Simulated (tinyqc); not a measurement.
Plane-wave Kohn-Sham cycle with exchange-only LDA in a layered model solid, step by step. Computed by tinyqc, a small Python program that keeps every step. Settings: points = 16, plane-wave index or count = 2, electrons = 4, k points = 3, area = 20.0, mixing = 0.1, iteration cap = 78. Command: `OMP_NUM_THREADS=1 python tinyqc.py 27439 27440 out.jsonl` (the two numbers bound the seeds that draw the settings). One thread of a shared host (Intel(R) Xeon(R) Processor @ 2.60GHz), about 0.03 s of CPU time with the checks. Later iterations appear only in the table of the cycle.

## Iteration 1: potential

A solid whose potential varies along x alone (atomic units):
```
parameter                      value
period a                   12.400000
cross-section of the cell  20.000000
electrons per cell                 4
grid points                       16
plane waves -n..n, n               2
k points                           3
V1 in V1 cos(2 pi x/a)     -0.740000
```

density at the start, on the grid x_j = j a/N (e/bohr^3): 0.01612903  0.01612903  0.01612903  0.01612903  0.01612903  0.01612903  0.01612903  0.01612903  0.01612903  0.01612903  0.01612903  0.01612903  0.01612903  0.01612903  0.01612903  0.01612903

V_H(G) = 4 pi rho(G)/G^2 for G != 0 (uniform background); v_x = -(3 rho/pi)^(1/3); V = V_ext + V_H + v_x; Fourier components f(G_m) = (1/N) sum_j f(x_j) exp(-i G_m x_j).

Potentials on the grid (hartree):
```
x              V_ext       V_H        v_x          V
0.000000   -0.740000  0.000000  -0.248805  -0.988805
0.775000   -0.683671  0.000000  -0.248805  -0.932476
1.550000   -0.523259  0.000000  -0.248805  -0.772064
2.325000   -0.283186  0.000000  -0.248805  -0.531991
3.100000           0  0.000000  -0.248805  -0.248805
3.875000    0.283186  0.000000  -0.248805   0.034380
4.650000    0.523259  0.000000  -0.248805   0.274454
5.425000    0.683671  0.000000  -0.248805   0.434865
6.200000    0.740000  0.000000  -0.248805   0.491195
6.975000    0.683671  0.000000  -0.248805   0.434865
7.750000    0.523259  0.000000  -0.248805   0.274454
8.525000    0.283186  0.000000  -0.248805   0.034380
9.300000           0  0.000000  -0.248805  -0.248805
10.075000  -0.283186  0.000000  -0.248805  -0.531991
10.850000  -0.523259  0.000000  -0.248805  -0.772064
11.625000  -0.683671  0.000000  -0.248805  -0.932476
```

V(G_m), m = 0, 1, 2, ... (hartree): -0.248805  -0.370000  0.000000  0.000000  0.000000

## Iteration 1: Hamiltonian at one k

k = 0.000000 2 pi / a

H(m,m') = (k + G_m)^2/2 delta + V(G_m - G_m'), with V(-G) = V(G).

H (hartree), lower triangle:
```
           -2         -1         +0         +1        +2
-2   0.264702
-1  -0.370000  -0.120429
+0   0.000000  -0.370000  -0.248805
+1   0.000000   0.000000  -0.370000  -0.120429
+2   0.000000   0.000000   0.000000  -0.370000  0.264702
```

## Iteration 1: levels at that k

Diagonalise the Hermitian matrix.

eigenvalues (hartree): -0.773792  -0.344974  0.065217  0.489247  0.604042

## Iteration 1: new density

Motion across x is left out: the lowest 2 band(s) hold two electrons at each of the k points (j + 1/2)/nk - 1/2. Residual R = rho(out) - rho(in); rho(new) = rho(in) + 0.1 R. rho(out) = 2/(a A nk) sum |psi|^2 with psi = sum c exp(i G x). Harris energy E = band energy - dV sum rho (V_H/2 + v_x) + (3/4) dV sum rho v_x with rho(in), dV = a A/N, band energy = (2/nk) sum of the filled levels.

rho(out) (e/bohr^3): 0.03217763  0.03446265  0.03525910  0.02680694  0.01288736  0.00317700  0.00026620  0.00006954  0.00002930  0.00006954  0.00026620  0.00317700  0.01288736  0.02680694  0.03525910  0.03446265

density after iteration 1 (e/bohr^3): 0.01773389  0.01796239  0.01804204  0.01719682  0.01580487  0.01483383  0.01454275  0.01452308  0.01451906  0.01452308  0.01454275  0.01483383  0.01580487  0.01719682  0.01804204  0.01796239

energy per cell = -1.97631580 hartree

## Iteration 2: potential

As before.

Potentials on the grid (hartree):
```
x              V_ext        V_H        v_x          V
0.000000   -0.740000   0.098999  -0.256798  -0.897799
0.775000   -0.683671   0.092774  -0.257896  -0.848793
1.550000   -0.523259   0.072798  -0.258277  -0.708738
2.325000   -0.283186   0.039012  -0.254179  -0.498353
3.100000           0  -0.002467  -0.247127  -0.249595
3.875000    0.283186  -0.041795  -0.241959  -0.000568
4.650000    0.523259  -0.071799  -0.240366   0.211094
5.425000    0.683671  -0.089991  -0.240257   0.353422
6.200000    0.740000  -0.096063  -0.240235   0.403702
6.975000    0.683671  -0.089991  -0.240257   0.353422
7.750000    0.523259  -0.071799  -0.240366   0.211094
8.525000    0.283186  -0.041795  -0.241959  -0.000568
9.300000           0  -0.002467  -0.247127  -0.249595
10.075000  -0.283186   0.039012  -0.254179  -0.498353
10.850000  -0.523259   0.072798  -0.258277  -0.708738
11.625000  -0.683671   0.092774  -0.257896  -0.848793
```

V(G_m), m = 0, 1, 2, ... (hartree): -0.248572  -0.325296  0.000632  -0.000063  0.000125

## Iteration 2: Hamiltonian at one k

k = 0.000000 2 pi / a

As before.

H (hartree), lower triangle:
```
           -2         -1         +0         +1        +2
-2   0.264935
-1  -0.325296  -0.120196
+0   0.000632  -0.325296  -0.248572
+1  -0.000063   0.000632  -0.325296  -0.120196
+2   0.000125  -0.000063   0.000632  -0.325296  0.264935
```

## Iteration 2: levels at that k

As before.

eigenvalues (hartree): -0.698817  -0.306103  0.057528  0.450085  0.538213

## Iteration 2: new density

As before.

rho(out) (e/bohr^3): 0.03155755  0.03382929  0.03482711  0.02694357  0.01348264  0.00368052  0.00041296  0.00006274  0.00002930  0.00006274  0.00041296  0.00368052  0.01348264  0.02694357  0.03482711  0.03382929

density after iteration 2 (e/bohr^3): 0.01911626  0.01954908  0.01972055  0.01817150  0.01557264  0.01371850  0.01312977  0.01307705  0.01307008  0.01307705  0.01312977  0.01371850  0.01557264  0.01817150  0.01972055  0.01954908

energy per cell = -1.76303580 hartree

## Convergence

Stop when sqrt(dV sum R^2) is below 1e-8, dV = a A/N.

Course of the cycle:
```
iteration  E (hartree)  norm of the residual
1          -1.97631580              2.34e-01
2          -1.76303580              2.06e-01
3          -1.59763022              1.80e-01
4          -1.47135000              1.56e-01
5          -1.37679374              1.34e-01
6          -1.30766246              1.14e-01
7          -1.25855432              9.56e-02
8          -1.22482102              7.89e-02
9          -1.20249591              6.44e-02
10         -1.18828263              5.19e-02
11         -1.17956591              4.17e-02
...                ...                   ...
68         -1.16748098              5.16e-05
69         -1.16748098              4.65e-05
70         -1.16748098              4.19e-05
71         -1.16748098              3.77e-05
72         -1.16748098              3.40e-05
73         -1.16748098              3.06e-05
74         -1.16748098              2.76e-05
75         -1.16748098              2.49e-05
76         -1.16748098              2.24e-05
77         -1.16748098              2.02e-05
78         -1.16748098              1.82e-05
```

Not converged within 78 iterations: the residual falls steadily but slowly, by a factor of about 0.90 a step. Reruns (cap 100 unless said): mixing 0.5, Kerker q0 1.0: converged in 64 (E = -1.16748); mixing 0.3, Pulay depth 5: converged in 13 (E = -1.16748); the original settings with a cap of 400: converged in 151 (E = -1.16748).
